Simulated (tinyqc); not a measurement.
The internal displacement: deformation potentials from a strained empirical pseudopotential.

Diamond lattice, no spin-orbit coupling. Atomic form factor V(q) = a1 (q^2 - a2)/(a3 exp(a4 q^2) - 1) in rydberg with q in 1/bohr, for the unstrained cell. Under a strain e the reciprocal vectors and k go over into (1 + e)^(-1) G, the atoms sit at +/- tau with tau = (1 + e) a (1,1,1)/8 - zeta a (eyz, ezx, exy)/4, and H(G,G') = c |k + G|^2 delta + (V(q)/det(1 + e)) cos(q.tau), q = G - G', with the term q = 0 left out; c = hbar^2/2m0. The basis is fixed before straining: all G with |k + G|^2 up to 16 (2 pi/a)^2. k is given in units of 2 pi/a of the unstrained cell.

Constants: hbar^2/2m0 = 3.80998211 eV angstrom^2; Ry = 13.60569312 eV; a0 (Bohr radius) = 0.5291772105 angstrom.

Inputs chosen for the exercise (out of a larger set: near those of Si; not measured data):
- a = 5.435 angstrom (lattice constant)
- A = (0.536, 2.214, 2.067, 0.492) (a1 (Ry bohr^2), a2 (1/bohr^2), a3, a4 (bohr^2))
- h = 0.005 (size of the test strain)

Xu of L (level 5, the lowest empty one) and d from exy = eyz = ezx = h for several zeta: Xu = [E(L [111]) - E(L [1-1-1])]/((8/3) h), d = (single valence level - pair)/(3 sqrt(3) h). zeta = 0 strains the bonds with the lattice; zeta = 1 keeps all four bond lengths equal to first order.

Results:

| zeta | Xu (L) (eV) | d (eV) |
|---|---|---|
| 0.00 | 10.93 | 0.66 |
| 0.25 | 11.37 | -1.66 |
| 0.50 | 11.83 | -3.97 |
| 0.60 | 12.02 | -4.89 |
| 0.75 | 12.31 | -6.28 |
| 1.00 | 12.81 | -8.58 |

What does the comparison show, and why?

From zeta = 0 to 1, d goes from 0.66 to -8.58 eV and Xu (L) from 10.93 to 12.81 eV, both nearly linearly: the displacement is an optical-phonon mode, and d = d(0) - zeta d0/4 gives its deformation potential d0 = 37 eV. Leaving the relaxation out (zeta = 0 for 0.5) moves d by +4.62 eV, which reverses its sign, and Xu (L) by -0.91 eV. Tetragonal strain has no such freedom.

tinyqc: `OMP_NUM_THREADS=1 python tinyqc.py 1850570 1850571 out.jsonl`; about 0.2 s, one thread, shared Intel(R) Xeon(R) Processor @ 2.30GHz.
